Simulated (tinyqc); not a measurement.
Length of a polyene: Hueckel, PPP and singles CI along the polyenes. Computed by the program tinyqc. 

All-trans chains of carbon centres 1.40 angstrom apart:

| parameter | value |
|---|---|
| beta (eV), times 1 +/- alternation | -2.230000 |
| alternation | 0.050000 |
| W (eV) | 11.160000 |
| gamma_rr (eV) | 10.840000 |
| repulsion formula | Ohno |

Hueckel uses the same beta without repulsion; CIS keeps all single excitations and so misses the low, doubly excited 2Ag state. W is the valence ionisation energy of a centre, MN the Mataga-Nishimoto formula, f the oscillator strength.

Gaps and excitations (eV):

| centres | Hueckel gap | PPP orbital gap | bright singlet (CIS) | f | lowest triplet (CIS) |
|---|---|---|---|---|---|
| 2 | 4.6830 | 12.1443 | 6.3723 | 0.5463 | 2.9937 |
| 4 | 3.0214 | 9.6791 | 5.0010 | 1.0229 | 2.0771 |
| 6 | 2.2642 | 8.4278 | 4.1853 | 1.4307 | 1.6417 |
| 8 | 1.8357 | 7.6827 | 3.6575 | 1.7896 | 1.4061 |
| 10 | 1.5613 | 7.1968 | 3.2940 | 2.1114 | 1.2653 |

The Hueckel gap tends to 4 x alternation x |beta| = 0.45 eV for long chains. Exchange opens the PPP orbital gap, and the attraction of electron and hole brings the bright state 3.90 eV below it at 10 centres; the triplet lies 2.03 eV lower still.
